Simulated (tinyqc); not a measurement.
Finite-difference solution of the diffusion equation on a small grid: one step, computed by the program tinyqc.

dC/dt = D d2C/dx2 on nodes x_j = j dx, j = 0..9; the far end is sealed.

Task: Time step 2. With r = D dt/dx^2: (1 - theta r M) C(new) = (1 + (1 - theta) r M) C(old); theta = 0 explicit, 1 implicit, 1/2 Crank-Nicolson.

Boundary at x = 0: sealed surface. Scheme: Crank-Nicolson.

operator M:
```
    0   1   2   3   4   5   6   7
0  -2   2   0   0   0   0   0   0
1   1  -2   1   0   0   0   0   0
2   0   1  -2   1   0   0   0   0
3   0   0   1  -2   1   0   0   0
4   0   0   0   1  -2   1   0   0
5   0   0   0   0   1  -2   1   0
6   0   0   0   0   0   1  -2   1
7   0   0   0   0   0   0   1  -2
8   0   0   0   0   0   0   0   1
9   0   0   0   0   0   0   0   0

    8   9
0   0   0
1   0   0
2   0   0
3   0   0
4   0   0
5   0   0
6   0   0
7   1   0
8  -2   1
9   2  -2
```

mesh ratio r = 3.24

C after step 1 (%): 72.26564  47.94269  38.58559  50.15836  26.35643  12.77105  5.97903  2.87778  1.55292  1.18667

Give: C after step 2.

Result:

C after step 2 (%): 35.00  47.82  45.60  26.78  28.91  22.40  15.05  9.60  6.51  5.54

At so large an r Crank-Nicolson steps are stable but let short waves flip sign, so sharp features can overshoot.
